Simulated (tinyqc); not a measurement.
## Capacitance measurement on a leaky thin oxide: effects of series resistance and leakage: readings against frequency

The device is a capacitance C in parallel with a leakage conductance G, in series with Rs and Ls. An impedance meter reports either a parallel pair (Cp, Gp) from Y = 1/Z = Gp + i w Cp or a series pair (Cs, Rm) from Z = Rm + 1/(i w Cs); w = 2 pi f, dissipation D = Gp/(w |Cp|).

EOT = 3.9 tox/eox; CET = EOT + zc + zp; C = 3.9 eps0 A/CET; G = Jg A/Vs. Z = Rs + i w Ls + 1/(G + i w C); CET read from Cp = 3.9 eps0 A/Cp; errors under 0.001 % are printed as 0.

Parameters, values chosen for the exercise; values of the order met in thin-oxide MOS capacitors: relative permittivity of the gate insulator (close to silicon dioxide) eox = 3.9; insulator thickness tox = 1.7 nm; gate area A = 400 um^2; oxide-equivalent thickness added by the accumulation layer zc = 0.39 nm; oxide-equivalent thickness added by gate depletion zp = 0 nm; gate leakage current density, not matched to the thickness Jg = 0.00051 A/cm^2; voltage for an e-fold rise of the leakage Vs = 0.16 V; series resistance Rs = 49 ohm; series inductance Ls = 0 nH.

Constants: eps0 = 8.8541878128e-14 F/cm where lengths are in cm. Results are converted to the units shown.

The same in every row: C (pF) = 6.609.

Result of one run:
```
f (Hz)  Cp (pF)  Cs (pF)         D  error of Cp (%)  error of Cs (%)  CET read from Cp (nm)
3e6       6.609    6.609  0.006206         -3.85e-3                0                  2.090
```

What becomes of these results when the measuring frequency f is changed from 3e6 to 1e5 Hz, all else the same?

Result of the changed run:
```
f (Hz)  Cp (pF)  Cs (pF)         D  error of Cp (%)  error of Cs (%)  CET read from Cp (nm)
1e5       6.609    6.609  0.003274                0                0                  2.090
```

The whole series:
```
f (Hz)  Cp (pF)  Cs (pF)         D  error of Cp (%)  error of Cs (%)  CET read from Cp (nm)
1000      6.609    7.232    0.3070                0             9.43                  2.090
3000      6.609    6.678    0.1024                0             1.05                  2.090
10000     6.609    6.615   0.03072                0           0.0943                  2.090
30000     6.609    6.610   0.01030                0           0.0105                  2.090
1e5       6.609    6.609  0.003274                0                0                  2.090
3e5       6.609    6.609  0.001634                0                0                  2.090
1e6       6.609    6.609  0.002342                0                0                  2.090
3e6       6.609    6.609  0.006206         -3.85e-3                0                  2.090
1e7       6.606    6.609   0.02038          -0.0415                0                  2.091
3e7       6.584    6.609   0.06105           -0.371                0                  2.098
```

D goes from 0.307 through a minimum of 0.00163 (at f = 3e5 Hz among the rows listed) to 0.0611; without inductance its minimum lies at f = sqrt(G (1 + G Rs)/Rs)/(2 pi C) = 3.88e5 Hz. The error of Cp goes from 0 to -0.371 % and that of Cs from 9.43 to 0 %; at low frequency Cp tends to C/(1 + G Rs)^2 and Cs grows as 1 + (G/(w C))^2. One of the two readings is within 2 % of C for f = 1000, 3000, 10000, 30000, 1e5, 3e5, 1e6, 3e6, 1e7, 3e7 Hz.

Program tinyqc, `OMP_NUM_THREADS=1 python tinyqc.py 2022012 2022013 out.jsonl`; Intel Xeon 2.30GHz, shared host, one thread, about 0.01 s.
